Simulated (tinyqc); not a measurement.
# Free and trapped electrons in a MOS channel with a dense trap tail: what changes with what

p-type body, charge-sheet picture, full ionisation (an idealisation for deep acceptors), Boltzmann statistics for free electrons. e = Ec - EF at the surface. Acceptor-like traps of density D(E) = D0 + De exp(-E/Ew) at depth E below Ec, from 0 to Eu, hold n_t = integral of D(E)/(1 + exp((e - E)/Vt)). psi = Eg - Vt ln(Nv/Na) - e; N_dep = sqrt(2 eps0 eps_r Na (psi - Vt)/q); n_f = sqrt(N_dep^2 + 2 eps0 eps_r Vt Nc exp(-e/Vt)/q) - N_dep; Vg = Vfb + psi + q (N_dep + n_t + n_f)/Cox, Cox = eps0 eox/tox.

Parameters, values chosen for the exercise; band and dielectric values close to those of gallium nitride: temperature T = 300 K; band gap Eg = 3.39 eV; relative permittivity eps_r = 9.49; conduction-band density of states at T Nc = 2.32e18 cm^-3; valence-band density of states at T Nv = 4.54e19 cm^-3; relative permittivity of the insulator eox = 3.9; insulator thickness tox = 42 nm; acceptor density Na = 1.9e17 cm^-3; flat-band voltage without trapped charge Vfb = -2.14 V; constant background density of acceptor-like traps D0 = 2.5e10 cm^-2 eV^-1; density of the tail at the conduction edge De = 1.6e13 cm^-2 eV^-1; decay energy of the tail Ew = 0.11 eV; depth below Ec down to which the traps reach Eu = 0.54 eV; mobility of free electrons mf = 68 cm^2/(V s).

Constants: q = 1.602176634e-19 C, kB = 1.380649e-23 J/K, Vt = kB T/q, eps0 = 8.8541878128e-14 F/cm where lengths are in cm. Results are converted to the units shown.

Each table varies one quantity; the others keep the values above.

## Free and trapped charge against gate voltage

Free share n_f/(n_f + n_t); swing ln 10 n_f/(dn_f/dVg); field-effect mobility mf q (dn_f/dVg)/Cox, for a constant mf; oxide field q (N_dep + n_t + n_f)/(eps0 eox).

Free and trapped charge against gate voltage:
```
Vg (V)	e (eV)	n_f (cm^-2)	n_t (cm^-2)	free share (%)	swing (mV/decade)	field-effect mobility (cm^2/(V s))	oxide field (MV/cm)
5.7	0.3110	7.784e5	1.070e11	7.276e-4	231.9	0.001024	1.167
6.8	0.1438	4.867e8	5.170e11	0.09405	655.4	0.2266	1.389
8	0.06234	1.122e10	1.048e12	1.059	1118	3.060	1.656
9.1	0.008130	8.917e10	1.485e12	5.665	1309	20.79	1.905
10.2	-0.03368	4.198e11	1.681e12	19.98	2336	54.85	2.157
11.3	-0.05629	9.201e11	1.725e12	34.79	4425	63.45	2.413
12.4	-0.07042	1.457e12	1.739e12	45.59	6780	65.58	2.672
13.5	-0.08078	2.006e12	1.746e12	53.46	9214	66.41	2.931
14.6	-0.08903	2.559e12	1.750e12	59.38	1.168e4	66.83	3.191
```

What does the comparison show?

n_f reaches 1e11 cm^-2 at Vg = 9.17 V, against 6.23 V without traps. The free share rises from 7.28e-4 to 59.4 % and the field-effect mobility rises from 0.00102 to 66.8 cm^2/(V s), although mf = 68 is constant: in the last row 98.3 % of Cox dVg goes into free electrons. The swing in the first row is 232 mV a decade (Vt ln 10 = 59.5). For Vg = 9.1, 10.2, 11.3, 12.4, 13.5, 14.6 EF lies less than 2 Vt below the band edge, or above it, where degeneracy and confinement, left out, matter.

## Effect of the decay energy of the tail

VT is the Vg for n_f = 1e11 cm^-2; swing ln 10 n_f/(dn_f/dVg) at n_f = 1e8 cm^-2; the last three columns are for Vg = VT + 3.4 V, with free share n_f/(n_f + n_t) and field-effect mobility mf q (dn_f/dVg)/Cox; there EF is near the band edge, where Boltzmann statistics are rough.

Effect of the decay energy of the tail:
```
Ew (eV)	e at VT (eV)	VT (V)	q n_t/Cox at VT (V)	swing (mV/decade)	n_f (cm^-2)	free share (%)	field-effect mobility (cm^2/(V s))
0.03	0.005101	6.890	0.6571	125.0	1.629e12	77.20	66.22
0.05	0.005101	7.429	1.197	182.4	1.590e12	66.59	66.02
0.07	0.005101	8.001	1.768	276.0	1.566e12	58.41	65.90
0.09	0.005101	8.585	2.352	382.9	1.551e12	52.00	65.82
0.11	0.005101	9.166	2.933	489.1	1.539e12	46.93	65.75
0.13	0.005101	9.733	3.500	588.5	1.531e12	42.87	65.71
0.15	0.005101	10.28	4.045	679.3	1.524e12	39.58	65.67
0.17	0.005101	10.80	4.564	761.2	1.519e12	36.89	65.64
```

As Ew goes from 0.03 to 0.17, VT rises from 6.89 to 10.8 V, its part due to traps rises from 0.657 to 4.56 V, the swing rises from 125 to 761 mV/decade and the field-effect mobility falls from 66.2 to 65.6 cm^2/(V s). In every row e is under 2 Vt already at VT, so VT too is rough.

Computed by the program tinyqc: `OMP_NUM_THREADS=1 python tinyqc.py 2222228 2222229 out.jsonl`, one thread of a shared Intel Xeon 2.30GHz, about 0.02 s for the whole run.
